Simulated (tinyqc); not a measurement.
Space-charge-limited current with shallow traps: two steps of the calculation.

One carrier type, drift only, an injecting contact at x = 0 (zero field) and thickness L. The share th = y/(1 + y), y = (Nc/Nt) exp(-Et/kB T), of the injected charge is free: J = q mu n F, eps0 eps_r dF/dx = q (n - n0)/th.

Parameters, values chosen for the exercise:
```
symbol,value,unit,meaning
T,250,K,temperature
eps_r,12.5,,relative permittivity
mu,20,cm^2/(V s),mobility
L,3900,nm,thickness
Nc,5.5e19,cm^-3,band density of states
Nt,9.9e15,cm^-3,trap density
Et,0.49,eV,trap depth
n0,1.7e7,cm^-3,free carrier density in equilibrium
V,4.1,V,voltage
```

Constants: q = 1.602176634e-19 C, kB = 1.380649e-23 J/K, Vt = kB T/q, eps0 = 8.8541878128e-14 F/cm where lengths are in cm. Results are converted to the units shown.

Question 1. Limits and characteristic voltages. Ohmic J = q n0 mu V/L; Mott-Gurney J = (9/8) th eps0 eps_r mu V^2/L^3; they cross at Vx = 8 q n0 L^2/(9 th eps0 eps_r); traps fill at V_TFL = q Nt L^2/(2 eps0 eps_r).

Find: th; ohmic J; Mott-Gurney J; Vx; V_TFL.

Answer 1.

th = 7.3580e-7
ohmic J = 5.7268e-7 A/cm^2
Mott-Gurney J = 5.1925e-6 A/cm^2
Vx = 0.45218 V
V_TFL = 108.99 V

Question 2. The exact current. Exact: with u = n0/n(L), w = -u - ln(1 - u) and v = -u - u^2/2 - ln(1 - u), V = (q n0 L^2/(th eps0 eps_r)) v/w^2 and J = q^2 n0^2 mu L/(th eps0 eps_r w). v/w^2 falls steadily with u, so u follows by bisection.

Find: v/w^2; u; w; J; exit field over V/L.

Answer 2.

v/w^2 = 8.0596
u = 0.15063
w = 0.012630
J = 5.6261e-6 A/cm^2
exit field over V/L = 1.4798

J is 2.4 % below the plain sum of the two limits; the exit field lies between the ohmic 1 and the Mott-Gurney 1.5.

Range of the model: Diffusion and a field-dependent mobility are left out. With injecting contacts the diffusion current, about 4 pi^2 Vt th eps0 eps_r mu V/L^3, equals the Mott-Gurney current at V = 35 kB T/q (0.9 V at 300 K), so the drift-only result needs V well above that.

Computed by the program tinyqc: `OMP_NUM_THREADS=1 python tinyqc.py 2370090 2370091 out.jsonl`, one thread of a shared Intel Xeon 2.30GHz, about 0.01 s for the whole run.
